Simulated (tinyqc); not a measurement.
Gate-all-around wire with two subbands, quantum capacitance: two steps of the calculation.

phi is the Fermi level above the lowest subband edge, in volts; Vg is counted from the gate voltage at which an empty wire would have phi = 0. Both directions of motion are filled (equilibrium).

Inputs (values chosen for the exercise):

| symbol | value | unit | meaning |
|---|---|---|---|
| T | 150 | K | temperature |
| eox | 7.36 |  | relative permittivity of the gate insulator (close to silicon nitride) |
| tox | 17 | nm | insulator thickness |
| md | 0.024 | m0 | mass along the wire |
| gv | 1 |  | valley degeneracy |
| E2 | 0.27 | eV | second subband above the first |
| g2 | 2 |  | orbital degeneracy of the second subband |
| rw | 4.4 | nm | radius of the wire |
| Vg | 0.4 | V | gate voltage |

Constants: q = 1.602176634e-19 C, kB = 1.380649e-23 J/K, hbar = 1.054571817e-34 J s, m0 = 9.1093837015e-31 kg, Vt = kB T/q, eps0 = 8.8541878128e-14 F/cm where lengths are in cm. Results are converted to the units shown.

Task 1. Gate capacitance. Cox = 2 pi eps0 eox/ln(1 + tox/rw) per length.

Wanted: Cox.

Result 1.

Cox = 2.589 pF/cm

Task 2. New phi. N1 = gv sqrt(2 md m0 kB T/(pi hbar^2)); n1 = N1 F(phi/Vt), n2 = g2 N1 F((phi - E2)/Vt), n = n1 + n2, F(e) = (1/sqrt(pi)) int_0^infinity u^(-1/2) du/(1 + exp(u - e)); Cq = q dn/dphi = (q N1/Vt) [F'(phi/Vt) + g2 F'((phi - E2)/Vt)]. Newton: f = phi + q (n)/Cox - Vg, phi(new) = phi - f/(1 + (Cq)/Cox).

phi after iteration 1 = 0.20147826 V
Cox = 2.5885621 pF/cm

Give: n1; n2; Cq; f; phi after iteration 2.

Result 2.

n1 = 2.2641e6 cm^-1
n2 = 5059.1 cm^-1
Cq = 0.96904 pF/cm
f = -0.058076 V
phi after iteration 2 = 0.24373 V

Program tinyqc, `OMP_NUM_THREADS=1 python tinyqc.py 2200016 2200017 out.jsonl`; Intel Xeon 2.30GHz, shared host, one thread, about 0.01 s.
